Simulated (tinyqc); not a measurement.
Polycrystal bounds against single-crystal directions: anisotropic elasticity and sound waves of a cubic crystal. Computed by tinyqc, a small Python program. Command: `OMP_NUM_THREADS=1 python tinyqc.py 3003610 3003611 out.jsonl cubicelastic walk`. One thread of a shared host (Intel(R) Xeon(R) Processor @ 2.30GHz), about 0.01 s of CPU time with the checks.

Voigt order 1..6 = xx, yy, zz, yz, xz, xy, with engineering shear strains. The rotated frame has x' as named, z' along the wafer normal and y' = z' x x'.

Inputs (values chosen for the exercise, for a model crystal): C11 = 593 GPa; C12 = 173 GPa; C44 = 88.4 GPa.

Frame: (113) wafer, x' along [1-10].

Method. S11 = (C11 + C12)/D, S12 = -C12/D, D = (C11 - C12)(C11 + 2 C12), S44 = 1/C44. Zener ratio A = 2 C44/(C11 - C12); S0 = S11 - S12 - S44/2; H = 2 C44 + C12 - C11. B = (C11 + 2 C12)/3; Voigt G = (C11 - C12 + 3 C44)/5; Reuss G = 5/(4 (S11 - S12) + 3 S44); Hill is their mean; E = 9BG/(3B + G), nu = (3B - 2G)/(6B + 2G). Along <hkl>, with g = 0, 1/4, 1/3: 1/E = S11 - 2 S0 g; for a film with that normal C33 = C11 + 2 H g and M = [6B - (3B - C33) - (3B - C33)^2/C33]/2.

S11 = 1.94229 1/TPa

S12 = -0.438663 1/TPa

S44 = 11.3122 1/TPa

S0 = -3.27516 1/TPa

H = -243.2 GPa

Zener ratio A = 0.420952

bulk modulus B = 313 GPa

Averages:
```
average  G (GPa)  E (GPa)       nu
Voigt     137.04   358.76  0.30897
Reuss     115.05   307.47  0.33628
Hill      126.04   333.38  0.32248
```

Directions:
```
direction  E (GPa)  biaxial modulus M (GPa)
<100>       514.86                   665.06
<110>       279.34                   473.28
<111>       242.38                   385.31
```

What follows from these numbers?

The bounds on G differ by 19 %, while E varies by a factor 2.12 with direction; with A below 1 the stiffest axis is <100>. Under a fixed mismatch strain, grains with a <111> normal store the least energy.

Extremes, crossings and ranges named in words are read from the listed rows.
